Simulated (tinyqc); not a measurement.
Doping the contact: Schottky barrier with interface states (Cowley-Sze model), image lowering and contact resistance. Computed by tinyqc, a small Python program. Command: `OMP_NUM_THREADS=1 python tinyqc.py 3023760 3023761 out.jsonl pinning walk`. One thread of a shared host (Intel(R) Xeon(R) Processor @ 2.30GHz), about 0.01 s of CPU time with the checks.

An n-type semiconductor under a metal. The barrier lies between the Schottky-Mott limit phi_M - chi and the Bardeen limit E_g - E_n, E_n being the neutrality level of the interface states; the space-charge term of the full Cowley-Sze expression is left out.

Inputs (values chosen for the exercise, with gap, mass and screening modelled on CdS):

| quantity | value | unit |
|---|---|---|
| gap E_g | 2.5 | eV |
| electron affinity chi | 4.39 | eV |
| metal work function phi_M | 5.66 | eV |
| neutrality level E_n above the valence band | 1.01 | eV |
| interface-state density D | 4.2e+12 | cm^-2 eV^-1 |
| dipole layer thickness delta | 0.47 | nm |
| dipole layer constant eps_i | 1 | - |
| dielectric constant eps_s | 9 | - |
| electron mass m_e | 0.202 | m_0 |
| valleys M_c | 1 | - |
| temperature T | 300 | K |

Pinning factor from: interface states.

Constants: e = 1.602176634e-19 C; eps_0 = 8.8541878128e-12 F/m; k_B = 8.617333262e-05 eV/K; hbar = 1.054571817e-34 J s; m_0 = 9.1093837015e-31 kg; k_B = 1.380649e-23 J/K; h = 6.62607015e-34 J s.

Method:
- S = 1/(1 + e^2 D delta/(eps_i eps_0)); for D per eV, e^2 D is the number e x D in SI units, with 1 cm^-2 = 1e4 m^-2.
- phi_B = S (phi_M - chi) + (1 - S)(E_g - E_n); the hole barrier is E_g - phi_B.
- A* = 4 pi e m_e M_c k_B^2/h^3 (a simple valley count); J_s = A* T^2 exp(-phi/k_B T).
- E_00 = (e hbar/2) sqrt(N/(m_e eps_s eps_0)), E_0 = E_00 coth(E_00/k_B T); scaling form of the contact resistivity rho_c = (k_B/(e A* T)) exp(phi_B/E_0), which is the thermionic result when E_00 << k_B T and keeps only the leading exponential of tunnelling when E_00 >> k_B T; image lowering is left out of it.
- Regimes: thermionic below E_00/k_B T = 0.5, field emission above 5.

barrier phi_B = 1.32790 eV

Against doping:

| N (cm^-3) | 1e10/sqrt(N) | E_00/k_B T | rho_c (ohm cm^2) | regime |
|---|---|---|---|---|
| 1.00e+16 | 1.0000e+02 | 5.3264e-02 | 2.2897e+14 | thermionic emission |
| 1.00e+17 | 3.1623e+01 | 1.6844e-01 | 1.4868e+14 | thermionic emission |
| 1.00e+18 | 1.0000e+01 | 5.3264e-01 | 3.0617e+12 | thermionic-field emission |
| 3.00e+18 | 5.7735e+00 | 9.2256e-01 | 4.5153e+09 | thermionic-field emission |
| 1.00e+19 | 3.1623e+00 | 1.6844e+00 | 2.7252e+04 | thermionic-field emission |
| 3.00e+19 | 1.8257e+00 | 2.9174e+00 | 4.7309e-01 | thermionic-field emission |
| 1.00e+20 | 1.0000e+00 | 5.3264e+00 | 1.8240e-04 | field emission |
| 3.00e+20 | 5.7735e-01 | 9.2256e+00 | 3.0982e-06 | field emission |
| 1.00e+21 | 3.1623e-01 | 1.6844e+01 | 2.4974e-07 | field emission |

What follows from these numbers?

Over the thermionic rows rho_c changes by a factor 1.5 only, and then it falls fast, by 21.0 decades in all; in field emission ln rho_c is linear in 1/sqrt(N). It stays above 1e-7 ohm cm^2 at every listed doping.
